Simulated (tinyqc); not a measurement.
Series resistance and mobility from two gate lengths.

Question. At small Vds the total resistance times width is 2 Rs + L/(mu Q), with the same mu and Q at both lengths. Find mu and Rs.

total resistance at L = 40 and 120 nm (ohm um): [444.79283, 534.37850]
Q = 0.94 uC/cm^2

Answer. The slope against L is 1/(mu Q), and the intercept at L = 0 is 2 Rs.

mu = 950 cm^2/(V s)
Rs = 200 ohm um

Program tinyqc, `OMP_NUM_THREADS=1 python tinyqc.py 2380085 2380086 out.jsonl`; Intel Xeon 2.30GHz, shared host, one thread, about 0.01 s.
